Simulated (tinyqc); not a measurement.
Changing the height L: global model of a low-pressure process discharge: electron temperature, density, ion flux and ion energy. Computed by tinyqc, a small Python program. Command: `OMP_NUM_THREADS=1 python tinyqc.py 3113769 3113770 out.jsonl plasma sweep`. One thread of a shared host (Intel(R) Xeon(R) Processor @ 2.30GHz), about 0.01 s of CPU time with the checks.

Maxwellian electrons with temperature T_e in eV, one positive ion, no negative ions, uniform bulk density n; rate constants have the Arrhenius form.

Inputs (values chosen for the exercise, of the order of those of an inductive discharge in a simple atomic gas): ion mass M = 32 u; ionisation prefactor K0 = 6.6e-14 m^3/s; ionisation energy E_iz = 14.3 eV; excitation prefactor X0 = 3.4e-14 m^3/s; excitation energy E_ex = 10.7 eV; elastic rate constant K_el = 1.4e-13 m^3/s; ion-neutral cross section = 1.1e-18 m^2; pressure p = 4.1 Pa; gas temperature T_g = 600 K; radius R = 23 cm; absorbed power P = 470 W.

Constants: k_B = 1.380649e-23 J/K; e = 1.602176634e-19 C; u = 1.6605390666e-27 kg; m_0 = 9.1093837015e-31 kg.

Method:
- n_g = p/(k_B T_g); lambda_i = 1/(n_g sigma); h_L = 0.86/sqrt(3 + L/(2 lambda_i)), h_R = 0.8/sqrt(4 + R/lambda_i); A_eff = 2 pi R^2 h_L + 2 pi R L h_R; d_eff = pi R^2 L/A_eff.
- Particle balance: K0 exp(-E_iz/T_e) n_g d_eff = u_B, u_B = sqrt(e T_e/M).
- Root found by bracketing.
- E_c = E_iz + (X0 exp(-E_ex/T_e) E_ex + K_el (3 m_0/M) T_e)/K_iz; wall potential V_s = (T_e/2) ln(M/(2 pi m_0)); E_T = E_c + 2 T_e + T_e/2 + V_s; n = P/(e u_B A_eff E_T); ion current density J = e h_L n u_B; ionised share n/n_g.

One run for each value:
```
height L (cm)  T_e (eV)  ion current density J (mA/cm^2)  plasma density n (1/cm^3)  d_eff (cm)
2.0               2.383                            2.464                  1.939e+11        3.31
3.1               2.159                            2.313                  2.225e+11        5.88
4.7               1.982                            2.121                  2.503e+11       10.18
7.2               1.831                            1.878                  2.758e+11       17.74
11.0              1.709                            1.592                  2.923e+11       29.97
17.0              1.609                            1.264                  2.922e+11       48.70
26.0              1.537                            0.934                  2.705e+11       72.35
40.0              1.486                            0.631                  2.289e+11       98.18
```

Over the rows, T_e (eV) falls from 2.38 to 1.49 (exponent d ln y / d ln x -0.23 between the first rows and -0.079 between the last); ion current density J (mA/cm^2) falls from 2.46 to 0.631 (exponent d ln y / d ln x -0.14 between the first rows and -0.91 between the last); plasma density n (1/cm^3) goes from 1.94e11 through a maximum among these rows, 2.92e11 at 11.0, to 2.29e11.

Caution (rows 11.0, 17.0, 26.0, 40.0): at so short an ion path the formulas for h_L and h_R give way to the ambipolar-diffusion limit.

Extremes, crossings and ranges named in words are read from the listed rows.
